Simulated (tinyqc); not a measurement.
Worked calculation: type-II superlattice in the two-band Kane model. Values are carried at full precision from step to step, so a last printed digit may differ when a step is redone from the rounded ones.

Motion along the axis, period d = a + b, c = hbar^2/2m0. Conduction and light-hole bands couple: (E - Ec)(E - Ev) = Ep c k^2 in each layer, with mass m(E) = (E - Ev)/Ep, which may be negative. The conduction envelope psi and psi'/m(E) are continuous; a layer carries them by [[cos kt, (m/k) sin kt], [-(k/m) sin kt, cos kt]] (cosh and sinh for k^2 < 0), and cos(q d) = tr(M_B M_A)/2. C1 is the first miniband above EvB, with its bottom at tr/2 = +1 and its top at -1; the gap is the bottom of C1 less the top heavy-hole level HH1.

Constants: hbar^2/2m0 = 3.80998211 eV angstrom^2; hc = 1239.841984 eV nm.

Inputs chosen for the exercise (near those of an InAs/GaSb superlattice; the results hold for these values, not for the real material): a = 46 angstrom (layer A); b = 45 angstrom (layer B); EcA = 0 eV (conduction edge of A); EvA = -0.422 eV (valence edge of A); EcB = 0.965 eV (conduction edge of B); EvB = 0.153 eV (valence edge of B); EpA = 14.2 eV (coupling energy in A); EpB = 17.9 eV (coupling energy in B); E = 0.234 eV (trial energy); mhA = 0.32 m0 (heavy hole in A); mhB = 0.27 m0 (heavy hole in B).

## Wave numbers and masses at one energy

Give k^2 and m(E) in both layers.

Layers:

| layer | k^2 (1/angstrom^2) | m(E) (m0) |
|---|---|---|
| A | 0.0028373 | 0.04620 |
| B | -0.00086821 | 0.00453 |

In B the decay constant is 0.0295 1/angstrom; across the gap of B it peaks at mid-gap, at 0.0492, and vanishes at both edges.

## Transfer matrices

Form M_A, M_B and half the trace of their product.

M_A (angstrom units):
```
          1         2
1  -0.77040   0.55295
2  -0.73513  -0.77040
```

M_B (angstrom units):
```
        1        2
1  2.0156  0.26877
2  11.396   2.0156
```

tr/2 = 1.4990

E lies in a gap of the coupled bands.

## Edges and effective gap

Heavy holes are uncoupled: with e = EvB - E, p = sqrt(mhB e/c), w = sqrt(mhA (EvB - EvA - e)/c), the top level HH1 at q = 0 solves (p/mhB) tan(p b/2) = (w/mhA) tanh(w a/2).

C1 is the first miniband above EvB: bottom at tr/2 = +1, top at -1. The gap is its bottom less HH1; cut-off wavelength hc/gap.

bottom of C1 = 0.2446 eV
top of C1 = 0.2852 eV
HH1 = 0.1084 eV
gap = 0.1362 eV
cut-off = 9.10 micrometre

The bulk edges overlap by 153 meV; confinement lifts the electrons by 245 meV and lowers the holes by 45 meV, which opens the gap. It is 0.32 of the smaller bulk gap.

## Electron mass along the axis

m_z = -2 c f'/d^2 with f = tr/2 differentiated at the bottom of C1 (central difference of 1e-6 eV); compare the bulk edge mass (EcA - EvA)/EpA.

f' = -47.90 1/eV
m_z = 0.0441 m0
bulk edge mass of A = 0.0297 m0

## Checks

- Bottom of C1 from the two-band matrix on a staggered grid of 0.5 angstrom against the transfer matrix, eV: both 0.245.

tinyqc: `OMP_NUM_THREADS=1 python tinyqc.py 1252741 1252742 out.jsonl`; about 0.05 s, one thread, shared Intel(R) Xeon(R) Processor @ 2.30GHz.
